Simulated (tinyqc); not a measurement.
# MOS inversion layer, Poisson-Schroedinger loop: effect of the temperature

Electrons confined at an insulator interface at z = 0, treated as a hard wall; parabolic valleys, Hartree approximation, no image or exchange terms. The depletion charge lies far deeper than the electrons and gives a uniform field q Nd/(eps0 eps_r); the gate balances all charge. Energies are counted from the band edge at the interface.

Schroedinger equation -(C/mz) psi'' + (V0 + U) psi = E psi, C = hbar^2/(2 m0), psi(0) = 0, on a uniform mesh of 800 nodes with a far wall at 50 nm, 8 levels a set; V0 = q Nd z/(eps0 eps_r); dU/dz = q (Ns - integral of n from 0 to z)/(eps0 eps_r), U(0) = 0; N_k = g md m0 q Vt/(pi hbar^2) ln(1 + exp((EF - E_k)/Vt)), g the number of valleys of the set, sum N_k = Ns. Triangular well: E_k = a_k (C F^2/mz)^(1/3), a_1 = 2.338107, a_2 = 4.087949, C = hbar^2/(2 m0), F in eV/nm. Fang-Howard (all electrons in the lowest level of set A): b^3 = 6 (mz1/C) q (Nd + 11 Ns/32)/(eps0 eps_r), centroid 3/b, level C b^2/(4 mz1) + (3/b) q (Nd + 11 Ns/16)/(eps0 eps_r). The centroid adds 3.9 z_av/eps_r to an oxide-equivalent thickness. Shares under 0.0001 % are printed as 0.

Parameters, values chosen for the exercise; masses and permittivity close to those of 4H silicon carbide (0001):
- eps_r = 9.61 (relative permittivity)
- mz1 = 0.334 m0 (mass along z of valley set A (3 valley(s)))
- md1 = 0.426 m0 (in-plane density-of-states mass of set A)
- Ns = 2.6e12 cm^-2 (sheet density of electrons)
- Nd = 1.6e11 cm^-2 (sheet density of depletion charge)

Constants: q = 1.602176634e-19 C, kB = 1.380649e-23 J/K, hbar = 1.054571817e-34 J s, m0 = 9.1093837015e-31 kg, Vt = kB T/q, eps0 = 8.8541878128e-14 F/cm where lengths are in cm, hbar^2/(2 m0) = 0.0380998212 eV nm^2. Results are converted to the units shown.

The same in every row: Fang-Howard centroid (nm) = 2.96.

Result of one run:

| A1 (meV) | A2 (meV) | EF (meV) | share of A1 (%) | share of A2 (%) | centroid z_av (nm) | added oxide equivalent (nm) |
|---|---|---|---|---|---|---|
| 137 | 182 | 115 | 89.2 | 7.23 | 3.31 | 1.34 |

Which temperature T gave this result: 20, 77, 120, 200 or 500 K?

T = 200 K.

The whole series:

| T (K) | A1 (meV) | A2 (meV) | EF (meV) | share of A1 (%) | share of A2 (%) | centroid z_av (nm) | added oxide equivalent (nm) |
|---|---|---|---|---|---|---|---|
| 20 | 136 | 171 | 140 | 100 | 0 | 2.80 | 1.13 |
| 50 | 136 | 171 | 139 | 99.9 | 0.0545 | 2.80 | 1.14 |
| 77 | 136 | 171 | 136 | 99.3 | 0.668 | 2.82 | 1.15 |
| 120 | 136 | 175 | 130 | 96.4 | 2.89 | 2.95 | 1.20 |
| 200 | 137 | 182 | 115 | 89.2 | 7.23 | 3.31 | 1.34 |
| 300 | 138 | 191 | 91.4 | 80.5 | 11.3 | 3.80 | 1.54 |
| 400 | 139 | 198 | 62.8 | 72.9 | 14.0 | 4.26 | 1.73 |
| 500 | 140 | 203 | 30.5 | 66.5 | 15.9 | 4.65 | 1.89 |

As T goes from 20 to 500, A1 rises from 136 to 140 meV, the share of A1 falls from 100 to 66.5 % and the centroid rises from 2.80 to 4.65 nm. EF lies more than 2 meV above A1 for T = 20, 50. The Fang-Howard centroid is 5.8 % above the full one in the first row, where A1 holds 100 %, and 36 % below it in the last, where A1 holds 66.5 %. For T = 400, 500 the eighth level of a set still holds over 0.4 % of the electrons, so more levels and a farther wall would raise the centroid.

tinyqc, about 0.7 s, one thread, Intel Xeon 2.30GHz (shared host): `OMP_NUM_THREADS=1 python tinyqc.py 2160170 2160171 out.jsonl`
